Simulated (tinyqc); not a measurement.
Inside a calculation. Method: Hubbard ring of 3 sites. One step of it, computed by the program tinyqc.

Problem. Mean-field iteration 2. H(up) = T + U n(down), H(down) = T + U n(up); fill the lowest levels; n(new) = n + mixing (n(out) - n); E = tr T (rho up + rho down) + U sum n_up n_down of the output.

one-body matrix (hopping and site energies) (eV), lower triangle:
```
           1          2         3
1  -0.200000
2  -1.180000   0.390000
3  -1.180000  -1.180000  0.820000
```

U = 9.900000 eV

electrons, up and down: 1  1

mixing = 0.500000

n(up) after iteration 1: 1 0.387324, 2 0.321596, 3 0.290580

n(down) after iteration 1: 1 0.387324, 2 0.321596, 3 0.290580

Give: levels, up; levels, down; energy; n(up) after iteration 2; n(down) after iteration 2.

Solution.

levels, up (eV): 1.2743  4.7799  4.8509

levels, down (eV): 1.2743  4.7799  4.8509

energy = -0.7524 eV

n(up) after iteration 2: 1 0.3603, 2 0.3333, 3 0.3062

n(down) after iteration 2: 1 0.3603, 2 0.3333, 3 0.3062
